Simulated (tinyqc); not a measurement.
Energy and delay of logic against supply voltage: one step of the calculation.

One expression serves below and above threshold: I(Vg) = Ik [ln(1 + exp((Vg - VT + dd V)/(al nf Vt)))]^al, with I_on = I(V) and I_off = I(0). Gate delay td = kd C V/I_on, clock period LD td. Per gate and cycle the switching energy is act C V^2 and the leakage energy I_off V LD td. No short-circuit current, no variation. Minima are sought above 0.09 V; below a few Vt gates no longer switch and the model has no meaning.

Question. Currents, delay and energies. I_on, I_off, td, clock frequency 1/(LD td), both energies and their sum.

Inputs (values chosen for the exercise); values of the order met in logic technologies:

| symbol | value | unit | meaning |
|---|---|---|---|
| T | 358 | K | temperature |
| VT | 0.39 | V | threshold voltage at zero drain bias |
| nf | 1.19 |  | slope factor |
| dd | 0.09 |  | barrier lowering per volt of supply |
| Ik | 2 | uA | specific current of a gate |
| al | 1.7 |  | exponent of the current law |
| C | 2 | fF | load capacitance of a gate |
| kd | 1.1 |  | delay factor |
| LD | 20 |  | logic depth |
| act | 0.02 |  | activity factor |
| V | 1.05 | V | supply voltage |

Constants: q = 1.602176634e-19 C, kB = 1.380649e-23 J/K, Vt = kB T/q. Results are converted to the units shown.

Give: I_on; I_off; td; clock frequency; switching energy; leakage energy; energy.

Answer.

I_on = 138.4 uA
I_off = 0.6340 nA
td = 16.69 ps
clock frequency = 2.996 GHz
switching energy = 44.10 aJ
leakage energy = 0.2222 aJ
energy = 44.32 aJ

I_on/I_off = 2.18e5; leakage makes up 0.501 % of the energy.

Program tinyqc, `OMP_NUM_THREADS=1 python tinyqc.py 2082074 2082075 out.jsonl`; Intel Xeon 2.30GHz, shared host, one thread, about 0.01 s.
